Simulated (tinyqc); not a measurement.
# Cell-based percolation model of oxide breakdown: what changes with what

The oxide, of thickness n a, is cut into cubic cells. A cell is defective with the chance l = 1 - exp(-a^3 N), N = N1 (t/1 s)^al. A column of n defective cells breaks the oxide down, and the area holds M = A/a^2 independent columns: 1 - F = (1 - l^n)^M.

Parameters, values chosen for the exercise: edge of a cell a = 1.3 nm; cells across the oxide n = 6; area A = 2000 um^2; exponent of defect growth al = 0.98; defect density after 1 s N1 = 2.5e18 cm^-3.

Each table varies one quantity; the others keep the values above.

## Effect of the thickness

At F = 1 - 1/e: l_c = (1 - exp(-1/M))^(1/n), N_bd = -ln(1 - l_c)/a^3, t63 = (N_bd/N1)^(1/al). W = ln(-ln(1 - F)); for small l, W = ln M + n ln(a^3 N), so the Weibull slope is n al.

Effect of the thickness:
```
n,l_c,N_bd (cm^-3),t63 (s),slope at t63
1,8.450e-10,3.846e11,1.117e-7,0.9800
2,2.907e-5,1.323e16,0.004756,1.960
3,9.454e-4,4.305e17,0.1661,2.939
4,0.005392,2.461e18,0.9840,3.909
5,0.01532,7.029e18,2.872,4.862
6,0.03075,1.421e19,5.891,5.789
7,0.05056,2.362e19,9.890,6.684
8,0.07343,3.471e19,14.65,7.545
9,0.09815,4.702e19,19.97,8.372
```

What does the table show?

N_bd rises from 3.85e11 to 4.70e19 cm^-3 and the slope rises from 0.980 to 8.37, against n al = 0.980 to 8.82. A thin oxide needs few defects in a row, so it breaks at a lower density and with a wider spread; at n = 1 one defect suffices. For n = 1 t63 is under a microsecond, a formal extension of the power law of defect growth.

## Effect of the area

Same model as above.

Effect of the area:
```
A (um^2),l_c,N_bd (cm^-3),t63 (s),slope at t63
0.0014,0.3263,1.798e20,78.46,4.798
0.023,0.2047,1.042e20,44.99,5.233
0.38,0.1282,6.247e19,26.68,5.486
6.4,0.08010,3.800e19,16.07,5.638
110,0.04986,2.328e19,9.746,5.731
1800,0.03129,1.447e19,5.999,5.787
31000,0.01947,8.951e18,3.675,5.822
5.1e5,0.01221,5.592e18,2.274,5.844
8.6e6,0.007625,3.484e18,1.403,5.858
```

Read the table: what changes, and by how much?

t63 falls from 78.5 to 1.40 s, as A^(-0.20) between the first two rows and A^(-0.17) between the last two, against -1/(n al) = -0.17; the slope at t63 rises from 4.80 to 5.86, nearer to n al where l_c is small.

Program tinyqc, `OMP_NUM_THREADS=1 python tinyqc.py 2070075 2070076 out.jsonl`; Intel Xeon 2.30GHz, shared host, one thread, about 0.01 s.
